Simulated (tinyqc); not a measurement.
Tersoff bond-order potential: one step, computed by the program tinyqc.

E = (1/2) sum_(i, j != i) [A exp(-lambda r_ij) - b_ij B exp(-mu r_ij)], b_ij = (1 + (beta zeta_ij)^n)^(-1/(2n)), zeta_ij = sum_(k != i, j) g(theta_ijk), g = 1 + c^2/d^2 - c^2/(d^2 + (h - cos theta)^2), with theta at atom i. Only nearest neighbours count (cut-off function 1 for them, 0 beyond).

Problem. Unrelaxed vacancy. Each of the four neighbours loses one bond; its three other bonds now have zeta = 2 g, for the direction that starts at it. E_v = -E + 12 x (1/2)(b(3g) - b(2g)) B exp(-mu r), where -E is the pair-like cost.

Inputs (values chosen for the exercise, modelled on germanium): B = 414.81 eV; mu = 1.7047 1/angstrom; beta = 9.07e-07; n = 0.7671.

zeta = 5928.761

energy per atom of the diamond lattice = -3.692828 eV

bond order b = 0.9883378

bond length = 2.468583 angstrom

Give: b(2g); unrelaxed vacancy energy E_v.

Solution.

b(2g) = 0.9914

unrelaxed vacancy energy E_v = 3.579 eV

Stronger back bonds return 0.114 eV, so E_v is 97 % of the cohesive energy.
